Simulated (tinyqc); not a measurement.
Inside a calculation. Method: CIS on RHF in the sto-3g basis, for BeH+, spin multiplicity 1. One step of it, computed by the program tinyqc.

Problem. CIS matrix, singlets. A(ia,jb) = (e_a - e_i) d_ij d_ab + 2 (ia|jb) - (ij|ab).

orbital energies (hartree): MO1 -5.018132, MO2 -0.728261, MO3 -0.262537, MO4 -0.141489, MO5 -0.141489, MO6 0.315310

Two-electron integrals over orbitals (pq|rs), unique and non-zero (hartree):
```
(11|11) 2.275475    (21|11) -0.166067   (21|21) 0.020841    (22|11) 0.481888
(22|21) 0.002122    (22|22) 0.525005    (31|11) -0.173657   (31|21) 0.016232
(31|22) -0.017950   (31|31) 0.027667    (32|11) 0.041032    (32|21) -0.005624
(32|22) -0.067023   (32|31) 0.002408    (32|32) 0.035928    (33|11) 0.552560
(33|21) -0.013200   (33|22) 0.320251    (33|31) 0.004229    (33|32) 0.029089
(33|33) 0.465732    (41|41) 0.015596    (42|41) 0.013343    (42|42) 0.043053
(43|41) 0.014043    (43|42) 0.031094    (43|43) 0.051865    (44|11) 0.569235
(44|21) -0.006109   (44|22) 0.367099    (44|31) -0.006099   (44|32) 0.020026
(44|33) 0.398223    (44|44) 0.449859    (51|51) 0.015596    (52|51) 0.013343
(52|52) 0.043053    (53|51) 0.014043    (53|52) 0.031094    (53|53) 0.051865
(54|54) 0.024249    (55|11) 0.569235    (55|21) -0.006109   (55|22) 0.367099
(55|31) -0.006099   (55|32) 0.020026    (55|33) 0.398223    (55|44) 0.401360
(55|55) 0.449859    (61|11) 0.097643    (61|21) -0.016102   (61|22) -0.010883
(61|31) -0.003384   (61|32) 0.006763    (61|33) 0.017210    (61|44) 0.001999
(61|55) 0.001999    (61|61) 0.018226    (62|11) -0.120962   (62|21) 0.003016
(62|22) 0.056850    (62|31) 0.006391    (62|32) -0.046689   (62|33) -0.026426
(62|44) -0.055830   (62|55) -0.055830   (62|61) 0.001737    (62|62) 0.121621
(63|11) 0.051891    (63|21) -0.003798   (63|22) -0.056040   (63|31) 0.005686
(63|32) 0.030449    (63|33) 0.057100    (63|44) 0.018469    (63|55) 0.018469
(63|61) 0.007129    (63|62) -0.047634   (63|63) 0.048658    (64|41) -0.009113
(64|42) -0.029661   (64|43) -0.014172   (64|64) 0.026227    (65|51) -0.009113
(65|52) -0.029661   (65|53) -0.014172   (65|65) 0.026227    (66|11) 0.512093
(66|21) -0.000514   (66|22) 0.521504    (66|31) -0.015350   (66|32) -0.065824
(66|33) 0.349588    (66|44) 0.371407    (66|55) 0.371407    (66|61) -0.006794
(66|62) 0.086661    (66|63) -0.055826   (66|66) 0.559123
```

Give: CIS matrix A, singlet.

Solution.

CIS matrix A, singlet (hartree), lower triangle:
```
        1>3    1>4    1>5    1>6     2>3    2>4    2>5    2>6
1>3   4.258
1>4   0.000  4.339
1>5   0.000  0.000  4.339
1>6  -0.059  0.000  0.000  4.858
2>3   0.018  0.000  0.000  0.017   0.217
2>4   0.000  0.033  0.000  0.000   0.000  0.306
2>5   0.000  0.000  0.033  0.000   0.000  0.000  0.306
2>6   0.017  0.000  0.000  0.004  -0.037  0.000  0.000  0.765
```
